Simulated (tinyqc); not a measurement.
Rutherford backscattering from a thin compound film on silicon: kinematics, yields, composition and thickness. From one set of inputs to another, one input at a time. Computed by tinyqc, a small Python program. Command: `OMP_NUM_THREADS=1 python tinyqc.py 3019870 3019871 out.jsonl rbs ladder`. One thread of a shared host (Intel(R) Xeon(R) Processor @ 2.30GHz), about 0.04 s of CPU time with the checks.

Singly charged helium ions (Z1 = 2, M1 = 4.0026 u) enter at the tilt angle a1 to the normal and leave at a2 = |180 - theta - tilt| in the same plane. The film is A B_x.

The inputs printed are set A. Set A is modelled on a helium beam on SiGe; the values taken over come from a set modelled on a helium beam on HfO2. Inputs not listed in the table keep their values of set A, so the rows need not describe a real material.

Inputs (values chosen for the exercise, modelled on a helium beam on SiGe): beam energy E0 = 2.1 MeV; scattering angle theta = 165 degrees; tilt of the sample = 30 degrees; heavy element: Z_A = 32; heavy element: mass M_A = 72.6 u; heavy element: stopping eps_A at 2 MeV = 76.3 1e-15 eV cm^2; light element: Z_B = 14; light element: mass M_B = 28.09 u; light element: stopping eps_B at 2 MeV = 50.6 1e-15 eV cm^2; atoms of B per atom of A, x = 2.79; atomic density of the film = 46.7 1/nm^3; film thickness d = 5.5 nm; collected charge = 15 microcoulomb; detector solid angle = 3.1 msr; detector resolution (FWHM) = 17 keV.

Constants: e^2/(4 pi eps_0) = 14.39964548 eV angstrom; e = 1.602176634e-19 C.

Method:
- Kinematic factor K = [(sqrt(M^2 - M1^2 sin^2 theta) + M1 cos theta)/(M + M1)]^2.
- Surface edges lie at K E0; substrate silicon has M = 28.09 u. Mass resolution at M_A = resolution/(E0 dK/dM).
- Stopping per atom eps(E) = eps(2 MeV) (E/2 MeV)^(-0.4) (a law chosen for the exercise); Bragg rule eps_film = (eps_A + x eps_B)/(1 + x); areal density N d, with 1/nm^2 = 0.1 x 1e15/cm^2.
- Width of the signal of element i: [K_i eps(E0)/cos a1 + eps(K_i E0)/cos a2] N d; depth resolution = resolution x d/width of A; energy lost on the way in = eps(E0) N d/cos a1.
- Rutherford cross section in the laboratory frame: sigma = (Z1 Z e^2/(4 pi eps_0 4E))^2 (4/sin^4 theta) (r + cos theta)^2/r, r = sqrt(1 - (M1 sin theta/M)^2), times the screening factor 1 - 0.049 Z1 Z^(4/3)/E (E in keV); 1 angstrom^2 = 1e8 barn.
- Counts = (charge/e) x solid angle x sigma(E_mean) x areal density of the element/cos a1, E_mean = E0 - half the energy lost on the way in; 1 barn = 1e-24 cm^2. The ratio of areas returns x = (Y_B/Y_A)(sigma_A/sigma_B), with the counting error sqrt(1/Y_A + 1/Y_B).

Each row keeps all changes above it; columns: (1) input moved; (2) from; (3) to; (4) mass resolution at M_A (u); (5) counting error of x without background (%); (6) energy lost on the way in (keV):
```
(1)                                                      (2)   (3)     (4)     (5)     (6)
set A                                                      -     -  3.3578  3.2343   1.669
detector resolution (FWHM) (keV)                          17    16  3.1603  3.2343   1.669
atoms of B per atom of A, x                             2.79  1.76  3.1603  3.2488   1.743
heavy element: stopping eps_A at 2 MeV (1e-15 eV cm^2)  76.3   120  3.1603  3.2484   2.203
light element: stopping eps_B at 2 MeV (1e-15 eV cm^2)  50.6  35.5  3.1603  3.2487   1.923
beam energy E0 (MeV)                                     2.1   2.2  3.0167  3.4033   1.888
scattering angle theta (degrees)                         165   170  2.9943  3.4370   1.888
film thickness d (nm)                                    5.5    32  2.9943  1.4220  10.982
```

Where does the difference come from?

Mass resolution at M_A goes from 3.36 to 2.99, a factor 0.892 in all. The largest single move comes from detector resolution (FWHM) (a factor 0.941). Counting error of x without background goes from 3.23 to 1.42, a factor 0.440 in all. The largest single move comes from film thickness d (a factor 0.414). Energy lost on the way in goes from 1.67 to 11.0, a factor 6.58 in all. The largest single move comes from film thickness d (a factor 5.82). The single moves hold for this order of the switches; the total does not depend on the order.

Caution (all rows): the silicon signal of the film merges with that of the substrate, so only the width of A can be read directly. Caution (all rows): film and substrate silicon overlap, so Y_B must be separated by a fit.

Extremes, crossings and ranges named in words are read from the listed rows.
